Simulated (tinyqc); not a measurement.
Worked calculation: UHF in the sto-6g basis, for H4, spin multiplicity 3. This run ends on a higher stationary point, not on the lowest solution. Computed by tinyqc, a small Python program that keeps every step (integrals from PySCF). Settings: charge = 0, multiplicity = 3, basis = sto-6g, energy threshold = 1e-10, iteration cap = 55, orthogonalisation = canonical, start = core, DIIS depth = 4, DIIS from iteration = 2, damping = 0.2, shift = 1.0, method = UHF. Command: `OMP_NUM_THREADS=1 python tinyqc.py 28639 28640 out.jsonl` (the two numbers bound the seeds that draw the settings). One thread of a shared host (Intel(R) Xeon(R) Processor @ 2.60GHz), about 0.1 s of CPU time with the checks.

Geometry (angstrom):
```
atom         x         y         z
H     0.000000  0.000000  0.000000
H     0.000000  0.000000  1.233000
H     0.000000  2.462000  0.000000
H     0.000000  2.462000  1.233000
```

Stop when the energy changes by less than 1e-10 hartree and every element of the error matrix X^T (F D S - S D F) X (for each spin) is below 3e-06.

Course of the cycle:
```
iteration  E (hartree)    change  largest element of the error matrix
1          -1.70463641         -                             4.72e-15
2          -1.70463641  4.44e-16                             3.61e-15
```

Can the last value be used, and what does the course show?

No, though the log alone does not show it. Converged in 2 iterations. But the solution lies 0.14860 hartree above the reference: it is another stationary point, not the lowest one. Reruns (cap 100 unless said): DIIS 8: converged in 2 to a higher stationary point; damping 0.5: converged in 2 to a higher stationary point; level shift 0.5: converged in 2 to a higher stationary point; atomic densities as start, DIIS 8: converged in 3 to a higher stationary point. PySCF UHF in the same basis, after a stability check = -1.85323550 hartree.
